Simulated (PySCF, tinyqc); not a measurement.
Worked calculation: CCSD on RHF in the sto-3g basis, for H3+, spin multiplicity 1. The lowest restricted solution is unstable here: a spin-polarised one lies 0.0001 hartree lower (PySCF). One step of it, computed by the program tinyqc.

Task: Iteration 4 (converged): orbitals. Diagonalise F' = X^T F X, C = X C', fill 1 alpha and 1 beta electrons from the bottom; D = 2 C_occ C_occ^T. Each column has its largest component positive (the first on a tie).

converged F (hartree):
```
           1H 1s      2H 1s      3H 1s
1H 1s  -0.763046  -0.612729  -0.612729
2H 1s  -0.612729  -0.543140  -0.245203
3H 1s  -0.612729  -0.245203  -0.543140
```

X:
```
               1          2         3
1H 1s   1.199447   0.000000  0.515486
2H 1s  -0.783378   0.748519  0.394636
3H 1s  -0.783378  -0.748519  0.394636
```

Give: F' = X^T F X; orbital energies; coefficients C; D after iteration 4.

Result:

F' = X^T F X (hartree):
```
         1        2        3
1   0.2376   0.0000  -0.0696
2   0.0000  -0.3339   0.0000
3  -0.0696   0.0000  -0.9469
```

orbital energies (hartree): MO1 -0.9510, MO2 -0.3339, MO3 0.2416

coefficients C:
```
          MO1      MO2      MO3
1H 1s  0.5847   0.0000   1.1673
2H 1s  0.3482   0.7485  -0.8051
3H 1s  0.3482  -0.7485  -0.8051
```

D after iteration 4:
```
        1H 1s   2H 1s   3H 1s
1H 1s  0.6837  0.4072  0.4072
2H 1s  0.4072  0.2425  0.2425
3H 1s  0.4072  0.2425  0.2425
```
